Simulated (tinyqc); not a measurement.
Decay of LO phonons and the hot-phonon bottleneck in the cooling of electrons: one step, computed by the program tinyqc.

n(E, T) = 1/(exp(E/(k_B T)) - 1) is the Bose occupation. Electrons have a temperature T_e; the LO modes within their reach share one occupation N; the decay products stay at the lattice temperature.

Problem. Spontaneous emission time. Froehlich coupling alpha = (e^2/(4 pi eps_0)) (1/eps_inf - 1/eps_s) k_0/(2 hbar omega), k_0 = sqrt(m* hbar omega/(hbar^2/(2 m_0))); emission time tau_sp = hbar/(2 alpha hbar omega); bottleneck ratio r = (n/N_m) tau/tau_sp.

Inputs (values chosen for the exercise, modelled on silicon carbide): LO energy hbar omega = 122 meV; lattice temperature T = 150 K; electron mass m* = 0.34 m_0; eps_inf = 6.54; static dielectric constant eps_s = 9.71; electron density n = 4.5e+17 1/cm^3; density of LO modes that the electrons reach, N_m = 1.8e+19 1/cm^3.

Decay channel: two unequal phonons (Ridley).

phonon lifetime tau = 2.921267 ps

Constants: e^2/(4 pi eps_0) = 14.39964548 eV angstrom; hbar^2/(2 m_0) = 3.80998212 eV angstrom^2; hbar = 6.582119569e-16 eV s.

Give: alpha; emission time tau_sp; bottleneck ratio r.

Solution.

alpha = 0.3074

emission time tau_sp = 8.776 fs

bottleneck ratio r = 8.322

r compares the rate at which electrons exchange quanta with a mode to its decay rate. Exchange outruns decay, so a hot population builds up if the power is high enough.
